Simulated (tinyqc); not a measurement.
# Effect of surface-potential fluctuations

The band bending varies over the area as a Gaussian of deviation ss (in units of Vt), so Gp/w = q Dit times the Gaussian mean of ln(1 + y^2)/(2 y), y = x exp(-u), u of deviation ss, x = w tau at the mean bending. Listed: the x of the peak, its height over q Dit, the Dit that the rule Gp/w = 0.40237 q Dit would give, and Gp/w at five times the peak frequency over the peak.

Inputs (values chosen for the exercise): interface trap density Dit = 5.1e11 cm^-2 eV^-1.

Constants: q = 1.602176634e-19 C. Results are converted to the units shown.

Results:
```
ss	x at the peak	height/(q Dit)	peak Gp/w (nF/cm^2)	apparent Dit (cm^-2 eV^-1)	ratio at 5 f_peak
0	1.980	0.4024	32.88	5.100e11	0.5767
0.5	2.075	0.3766	30.77	4.773e11	0.6096
1	2.222	0.3259	26.63	4.131e11	0.6883
1.5	2.340	0.2772	22.65	3.513e11	0.7665
2.5	2.489	0.2050	16.75	2.599e11	0.8679
3	2.535	0.1797	14.68	2.277e11	0.8976
3.5	2.569	0.1593	13.02	2.019e11	0.9189
```

Estimate the missing row, ss = 2.

Computed row:
```
ss	x at the peak	height/(q Dit)	peak Gp/w (nF/cm^2)	apparent Dit (cm^-2 eV^-1)	ratio at 5 f_peak
2	2.426	0.2370	19.37	3.004e11	0.8258
```

With this row back in the table: The height falls from 0.402 to 0.159 and the ratio at five times the peak frequency rises from 0.577 to 0.919: the peak grows lower and wider, as patches with different time constants add. The uncorrected rule understates Dit by a factor of 2.53 in the last row; the width ratio gives ss and so the correction.

Numbers from tinyqc (`OMP_NUM_THREADS=1 python tinyqc.py 2030131 2030132 out.jsonl`; about 0.02 s on one thread of a shared Intel Xeon 2.30GHz).
